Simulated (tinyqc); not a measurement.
# From one set of inputs to another, one input at a time

Model: scattering of inversion-layer electrons by surface optical phonons of the gate insulator (remote phonon scattering). Computed by tinyqc, a small Python program. Command: `OMP_NUM_THREADS=1 python tinyqc.py 3110181 3110182 out.jsonl sophonon ladder`. One thread of a shared host (Intel(R) Xeon(R) Processor @ 2.30GHz), about 0.04 s of CPU time with the checks.

One subband with the Fang-Howard envelope; insulator and channel are half-spaces, the gate is far away, and an interlayer only moves the polar surface away by t (its own modes and its permittivity contrast are left out).

The inputs printed are set A. Set A is modelled on HfO2 on germanium; the values taken over come from a set modelled on AlN on silicon. Inputs not listed in the table keep their values of set A, so the rows need not describe a real material.

Inputs (values chosen for the exercise, modelled on HfO2 on germanium):
```
quantity,value,unit
static constant of the insulator eps_0s,22.1,-
intermediate constant eps_i,6.61,-
optical constant eps_inf,5.08,-
hbar omega_TO1,12.7,meV
hbar omega_TO2,47.6,meV
constant of the channel eps_s,16.2,-
in-plane mass m,0.124,m_0
valleys g_v,4,-
sheet density n,1.7e+12,1/cm^2
mean distance of the electrons z0 = 3/b,2.1,nm
interlayer thickness t,0,nm
temperature T,150,K
electron energy E,110,meV
mobility from other processes,290,cm^2/(V s)
```

Screening by the channel electrons: static.

Constants: k_B = 8.617333262e-05 eV/K; hbar^2/(2 m_0) = 3.80998212 eV angstrom^2; e^2/(4 pi eps_0) = 14.39964548 eV angstrom; hbar = 6.582119569e-16 eV s; e = 1.602176634e-19 C; m_0 = 9.1093837015e-31 kg.

Method:
- eps(w) = eps_inf + (eps_0s - eps_i) w1^2/(w1^2 - w^2) + (eps_i - eps_inf) w2^2/(w2^2 - w^2). Surface modes solve eps(w) + eps_s = 0, a quadratic in w^2; the strength of a mode is g = 2/(w d eps/dw).
- Occupation N = 1/(exp(hbar w/(k_B T)) - 1).
- Density of states D = g_v m/(pi hbar^2); eta = E_F/(k_B T) = ln(exp(n/(D k_B T)) - 1); screening wave number q_s = e^2 D/(2 eps_0 eps_avg) x 1/(1 + exp(-eta)), eps_avg = (eps_s + eps_inf)/2; b = 3/z0.
- For a mode of strength g, without the occupation factor, Area x |M(q)|^2 = e^2 hbar w g/(2 eps_0 q) x (b/(b + q))^6 exp(-2 q t) / (1 + (q_s/q) H(q))^2, H = (1 + 9 x/8 + 3 x^2/8)/(1 + x)^3, x = q/b.
- Approximate momentum relaxation rate, taking tau v alike in the initial and final states: 1/tau = (m/(2 pi hbar^3)) sum over modes and over absorption (N, E' = E + hbar w) and emission (N + 1, E' = E - hbar w > 0) of [(1 - f(E'))/(1 - f(E))] int_0^(2 pi) Area |M(q)|^2 (1 - cos theta) d theta, q^2 = k^2 + k'^2 - 2 k k' cos theta, f the Fermi function; 48 midpoints in theta from 0 to pi.
- mu = (e/m) int tau E f (1 - f) dE/(k_B T int f dE), by 300 midpoints from 0 to (max(eta, 0) + 14) k_B T; Matthiessen sum with the other processes.

Each row keeps all changes above it:
```
input moved,from,to,remote-phonon mobility (cm^2/(V s)),tau at E (fs),loss of mobility (%)
set A,-,-,23457,2192.9,1.2212
mean distance of the electrons z0 = 3/b (nm),2.1,1.4,16543,1148.2,1.7228
static constant of the insulator eps_0s and intermediate constant eps_i and optical constant eps_inf,"22.1, 6.61, 5.08","8.96, 7.27, 4.77",75102,2108.7,0.3847
sheet density n (1/cm^2),1.7e+12,1.9e+12,80844,2240.0,0.3574
in-plane mass m (m_0),0.124,0.191,46818,2274.0,0.6156
temperature T (K),150,300,10467,1203.1,2.6959
```

Where does the difference come from?

Remote-phonon mobility goes from 23500 to 10500, a factor 0.446 in all. The largest single move comes from static constant of the insulator eps_0s with intermediate constant eps_i with optical constant eps_inf (a factor 4.54), but it runs against the net change; the largest move in the direction of the net change is temperature T (a factor 0.224). tau at E goes from 2190 to 1200, a factor 0.549 in all. The largest single move comes from mean distance of the electrons z0 = 3/b (a factor 0.524), and static constant of the insulator eps_0s with intermediate constant eps_i with optical constant eps_inf works against it (a factor 1.84). Loss of mobility goes from 1.22 to 2.70, a factor 2.21 in all. The largest single move comes from static constant of the insulator eps_0s with intermediate constant eps_i with optical constant eps_inf (a factor 0.223), but it runs against the net change; the largest move in the direction of the net change is temperature T (a factor 4.38). The single moves hold for this order of the switches; the total does not depend on the order.

Caution (all rows): a relaxation time is only an approximation for inelastic scattering, and static or no screening brackets the true dynamic screening only roughly.

Extremes, crossings and ranges named in words are read from the listed rows.
